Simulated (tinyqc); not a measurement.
Fitting sp3s* parameters to three gaps by Newton steps, step by step. Values are carried at full precision from step to step, so a last printed digit may differ when a step is redone from the rounded ones.

sp3s* tight binding, nearest neighbours only: anion (a) at 0, cation (c) at a/4 (1,1,1), orbitals s, px, py, pz, s* on each; k in units of 2 pi/a. With phases e_j = exp(i (pi/2) k.n_j) for n = (1,1,1), (1,-1,-1), (-1,1,-1), (-1,-1,1): g0 = (e1+e2+e3+e4)/4, g1 = (e1+e2-e3-e4)/4, g2 = (e1-e2+e3-e4)/4, g3 = (e1-e2-e3+e4)/4. The diagonal holds the levels Esa, Epa, Exa (s*) and Esc, Epc, Exc. Anion-cation block: <sa|sc> = Vss g0; <sa|xc> = Vsapc g1; <xa|sc> = -Vscpa g1; <xa|xc> = Vxx g0; <xa|yc> = <ya|xc> = Vxy g3, <xa|zc> = <za|xc> = Vxy g2, <ya|zc> = <za|yc> = Vxy g1; <s*a|xc> = Vxapc g1; <xa|s*c> = -Vpaxc g1; y and z take g2 and g3 in place of g1; s-s* and s*-s* vanish.

Gaps are level 5 at Gamma, X = (1,0,0) and L = (1/2,1/2,1/2) less level 4 at Gamma; no spin-orbit coupling. Free parameters: Vxapc, Vpaxc and Vsapc. H is linear in them, so by Hellmann-Feynman J_ij = <u|dH/dp_j|u> for level 5 at point i less the same for level 4 at Gamma. Newton: p(new) = p + J^-1 (target - gaps); stop when all misses are below 1e-7 eV.

Values chosen for the exercise (out of a larger set: near a published set for GaSb, fitted to gaps, whose masses and valley positions are rough; not measured data): p = (-7.33, 0.853, -3.897, 2.909, 6.638, 5.982, -6.141, 1.58, 4.139, 4.951, 4.681, 4.998, 4.232) eV (start, order Esa, Epa, Esc, Epc, Exa, Exc, Vss, Vxx, Vxy, Vsapc, Vscpa, Vxapc, Vpaxc); tg = (0.8494, 1.1074, 1.0168) eV (target gaps at Gamma, X, L).

## Gaps of the starting set

Compute the gaps and the misses.

gaps (eV): Gamma 0.7669, X 1.1990, L 0.9554

target less gap (eV): Gamma 0.0825, X -0.0916, L 0.0614

## The Jacobian

Form J and its singular values.

J:
```
         Vxapc    Vpaxc   Vsapc
Gamma   0.0000   0.0000  0.0000
X      -0.8422   0.0000  0.5327
L      -0.2066  -0.1862  0.2903
```

singular values: 1.0523  0.2178  0.0000

The gap at Gamma answers to none of the three. The smallest singular value is zero: J cannot be inverted.

## Checks

- J by Hellmann-Feynman against central differences: largest difference 1.5e-10.

tinyqc: `OMP_NUM_THREADS=1 python tinyqc.py 1451984 1451985 out.jsonl`; about 0.01 s, one thread, shared Intel(R) Xeon(R) Processor @ 2.30GHz.
